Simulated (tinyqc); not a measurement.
What each parameter does: two-band k.p model of the X valleys of a zinc-blende crystal.

k along the valley axis, counted from X, c = hbar^2/2m0, e = c k^2/ml. H = [[e - D/2, i P k], [-i P k, e + D/2]] with P^2 = D0 c/ml, so E = e -/+ sqrt(D^2/4 + D0 e). For D = 0 (diamond lattice) the bands cross at X.

With x = D/D0: for x < 1 the minima lie at k_m = sqrt(ml D0 (1 - x^2)/(4 c)), the hump at X has the height dE = (D0/4)(1 - x)^2 and the mass at the minimum is ml/(1 - x^2); the mass at X is ml/(1 - 1/x), negative for x < 1. For x > 1 the minimum is at X.

Thermal masses along the axis for one X point, lower band, E from the minimum, on 1601 points from -0.8 to 0.8 1/angstrom: density-of-states mass m_d = c I^2/(pi kT), I = integral of exp(-E/kT) dk; conductivity mass m_c = 2 c kT/<(dE/dk)^2> with central differences.

Constants: hbar^2/2m0 = 3.80998211 eV angstrom^2; kB = 8.617333262e-05 eV/K.

Parameters, chosen for this exercise (of the order of those of cubic SiC; the results hold for these values, not for the real material):
- D = 2.919 eV (splitting of the two conduction levels at X)
- D0 = 1.179 eV (coupling energy)
- ml = 0.463 m0 (mass along the axis from remote bands)
- T = 20 K (temperature)

Shape of the lower band and thermal masses. Each row changes one parameter from the base and keeps the others.

Results:

| case | k_m (1/angstrom) | dE (meV) | m_d (m0) | m_c (m0) |
|---|---|---|---|---|
| base | 0.0000 | 0.000 | 0.776 | 0.776 |
| D = 3.0066 eV | 0.0000 | 0.000 | 0.761 | 0.761 |
| D0 = 1.2144 eV | 0.0000 | 0.000 | 0.792 | 0.792 |
| ml = 0.4491 m0 | 0.0000 | 0.000 | 0.753 | 0.753 |
| T = 19.4 K | 0.0000 | 0.000 | 0.776 | 0.776 |

The largest shifts from the base row, up to three for each result and ties (the steps differ in size, so this ranks the rows, not the parameters). k_m (1/angstrom): unchanged at the printed digits by D, D0, ml and T. dE (meV): unchanged at the printed digits by D, D0, ml and T. m_d (m0): ml -0.023, D0 +0.016, D -0.015; unchanged at the printed digits by T. m_c (m0): ml -0.023, D0 +0.016, D -0.015; unchanged at the printed digits by T.

Run: tinyqc, `OMP_NUM_THREADS=1 python tinyqc.py 1880328 1880329 out.jsonl`; Intel(R) Xeon(R) Processor @ 2.30GHz, one thread, shared host; about 0.01 s of CPU time with all checks.
